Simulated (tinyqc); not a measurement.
Chemical-mechanical planarisation: Preston law, pattern density and step-height reduction: one step, computed by the program tinyqc. Command: `OMP_NUM_THREADS=1 python tinyqc.py 3014374 3014375 out.jsonl cmp walk`. One thread of a shared host (Intel(R) Xeon(R) Processor @ 2.30GHz), about 0.01 s of CPU time with the checks.

A row of 8 cells, repeated periodically, holds raised features that cover a share rho of each cell.

Problem. State at time t. While h > h_c only raised areas polish, at R0/rho_eff, until t_c = rho_eff (h0 - h_c)/R0. After that h = h_c exp(-(t - t_c)/tau), tau = rho_eff h_c/R0; low areas polish at R0 (1 - h/h_c) and raised areas at R0 [1 + (1 - rho_eff) h/(rho_eff h_c)]. Removed from raised areas after t_c: h0 - h_c + R0 (t - t_c) + (1 - rho_eff)(h_c - h); from low areas: R0 (t - t_c) - rho_eff (h_c - h). Film left = z0 less the removal from raised areas.

Inputs (values chosen for the exercise, close to those used for oxide polishing):
```
quantity                        value  unit
initial step height h0            360    nm
contact height h_c                 61    nm
film above the raised areas z0    700    nm
polish time t                     140     s
```

effective densities: 0.8049925  0.5947445  0.6911825  0.3543651  0.2281457  0.3544527  0.7047300  0.6673870

blanket rate R0 = 1.803903 nm/s

Give: Cells; range of film left across the row; largest remaining step; thinnest film left.

Solution.

Cells:
```
cell  rho_eff  t_c (s)  step h (nm)  removed, raised (nm)  removed, low (nm)  film left on raised areas (nm)
1      0.8050    133.4        47.92                 313.4                1.3                           386.6
2      0.5947     98.6         7.78                 395.3               43.1                           304.7
3      0.6912    114.6        20.55                 357.4               17.9                           342.6
4      0.3544     58.7         0.07                 484.9              125.0                           215.1
5      0.2281     37.8         0.00                 530.4              170.4                           169.6
6      0.3545     58.8         0.07                 484.9              125.0                           215.1
7      0.7047    116.8        23.05                 352.0               15.1                           348.0
8      0.6674    110.6        16.59                 366.8               23.4                           333.2
```

range of film left across the row = 217.0 nm

largest remaining step = 47.92 nm

thinnest film left = 169.6 nm

8 of 8 cells have reached contact. The cell with the lowest rho_eff has lost the most film from its raised areas.
